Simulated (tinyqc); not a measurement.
Inputs raised by 2 %, one at a time: field-effect mobility of a thin-film transistor with band-tail and deep states (multiple trapping). Computed by tinyqc, a small Python program. Command: `OMP_NUM_THREADS=1 python tinyqc.py 3008720 3008721 out.jsonl tft sens`. One thread of a shared host (Intel(R) Xeon(R) Processor @ 2.30GHz), about 0.3 s of CPU time with the checks.

A thick film in accumulation at small drain voltage. Only free electrons move; trapped ones still screen the gate. N_c and mu_0 are held fixed when T changes, leaving out the T^(3/2) growth of N_c. x = E_0 - psi is the distance of the Fermi level below the band edge.

Inputs (values chosen for the exercise, modelled on nanocrystalline ZnO):
```
quantity                                           value         unit
permittivity eps                                     8.5            -
effective density of states N_c                  3.9e+18       1/cm^3
band mobility mu_0                                    39   cm^2/(V s)
tail density at the edge g_t                     1.9e+20  1/(eV cm^3)
tail width E_t                                        55          meV
deep-state density g_d                           6.4e+15  1/(eV cm^3)
flat-band Fermi level below the edge, E_0           0.41           eV
equivalent oxide thickness t                          22           nm
surface band bending psi_s as a fraction of E_0     0.84            -
temperature T                                        350            K
```

Deep states: included.

Constants: k_B = 8.617333262e-05 eV/K; e = 1.602176634e-19 C; eps_0 = 8.8541878128e-12 F/m.

Method:
- F_j(eta) = int_0^infinity x^j/(1 + exp(x - eta)) dx, without a gamma-function factor.
- Integrals over x = E/(k_B T) use 160 Gauss-Legendre points in u = sqrt(x) from 0 to sqrt(max(eta, 0) + 32).
- Free n(x) = N_c (2/sqrt(pi)) F_1/2(-x/k_B T), with F_1/2 from its two-term series in exp(-x/k_B T) for x >= 12 k_B T; tail n_t(x) = int_0^1.2eV g_t exp(-E/E_t)/(1 + exp((x - E)/k_B T)) dE, E counted down from the edge, 120 Gauss-Legendre points; deep charge g_d psi; space charge rho(psi) = n + n_t + g_d psi less its value at psi = 0.
- Poisson: F(psi) = sqrt((2 e/(eps eps_0)) int_0^psi rho dpsi'); V_G - V_FB = psi_s + eps F(psi_s) t/3.9; free sheet density N_f = int (n - n(E_0))/F dpsi; induced sheet density N_i = eps eps_0 F(psi_s)/e; trapezoid rule on 301 even points in psi, the first interval left out of N_f.
- mu_eff = mu_0 N_f/N_i; field-effect mobility mu_FE = mu_0 e (dN_f/dV_G)/C_ox and swing S = dV_G/dlog10(N_f), by a central difference of +/- 2 mV in psi_s; C_ox = 3.9 eps_0/t.

Runs; columns: (1) input moved; (2) from; (3) to; (4) effective mobility mu_eff (cm^2/(V s)); (5) V_G - V_FB (V); (6) swing S (mV/decade); (7) free sheet density N_f (1/cm^2):
```
(1)                                             (2)        (3)     (4)     (5)     (6)         (7)
base run                                          -          -  1.2939  1.9715  1423.6  5.2884e+10
effective density of states N_c (1/cm^3)    3.9e+18  3.978e+18  1.3187  1.9723  1425.7  5.3926e+10
band mobility mu_0 (cm^2/(V s))                  39      39.78  1.3198  1.9715  1423.6  5.2884e+10
tail density at the edge g_t (1/(eV cm^3))  1.9e+20  1.938e+20  1.2695  1.9869  1434.7  5.2379e+10
tail width E_t (meV)                             55       56.1  1.2307  2.0081  1425.3  5.1435e+10
deep-state density g_d (1/(eV cm^3))        6.4e+15  6.528e+15  1.2938  1.9715  1423.5  5.2883e+10
temperature T (K)                               350        357  1.3655  1.9830  1463.5  5.6205e+10
permittivity eps                                8.5       8.67  1.2939  1.9877  1436.8  5.3410e+10
```

Exponents ln(y'/y) / ln(x'/x):
```
input                            effective mobility mu_eff  V_G - V_FB  swing S  free sheet density N_f
effective density of states N_c                      0.961       0.020    0.075                   0.985
band mobility mu_0                                   1.000       0.000    0.000                   0.000
tail density at the edge g_t                        -0.959       0.393    0.393                  -0.484
tail width E_t                                      -2.527       0.929    0.063                  -1.403
deep-state density g_d                              -0.002       0.001   -0.001                  -0.001
temperature T                                        2.720       0.294    1.397                   3.075
permittivity eps                                     0.000       0.413    0.466                   0.500
```

Which inputs matter most for each result?

Among the inputs moved here: effective mobility mu_eff answers most in size to temperature T (exponent +2.720), next to tail width E_t (-2.527); its exponent is below 0.0005 for permittivity eps. Its exponent +1.000 in band mobility mu_0: trapping only scales mu_0. Its exponent -0.959 in tail density at the edge g_t: the tail holds nearly all the charge. V_G - V_FB answers most in size to tail width E_t (exponent +0.929), next to permittivity eps (+0.413); its exponent is below 0.0005 for band mobility mu_0. Swing S answers most in size to temperature T (exponent +1.397), next to permittivity eps (+0.466); its exponent is below 0.0005 for band mobility mu_0. Free sheet density N_f answers most in size to temperature T (exponent +3.075), next to tail width E_t (-1.403); its exponent is below 0.0005 for band mobility mu_0.
